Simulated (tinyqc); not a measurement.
Sublattice potential against complex hopping: Haldane model. Computed by the program tinyqc. 

Honeycomb lattice:
```
parameter      value
t1 (eV)     0.800000
t2 (eV)     0.100000
phi (rad)  -0.840000
```

H_AA = delta - 2 t2 sum cos(k.b + phi), H_BB = -delta - 2 t2 sum cos(k.b - phi), H_AB = -t1 (1 + exp(-i k.a1) + exp(-i k.a2)), b = a1, a2 - a1, -a2, m = 3 sqrt3 t2 sin(phi); the sign of the Chern number follows the orientation k1 then k2.

Gaps at the two valleys (eV) and Chern number of the lower band (12 x 12 mesh):
```
delta   gap 2|delta - m|  gap 2|delta + m|  Chern number
-0.696             0.618             2.166             0
-0.503             0.232             1.780             0
-0.232             0.310             1.238             1
0.000              0.774             0.774             1
0.155              1.084             0.464             1
0.290              1.354             0.194             1
0.484              1.742             0.194             0
0.774              2.322             0.774             0
```

Here |m| = 0.3869 eV. For |delta| < |m| the two valleys have masses of opposite sign and the Chern number is +/-1; one gap closes at |delta| = |m|, and beyond it the band is trivial.
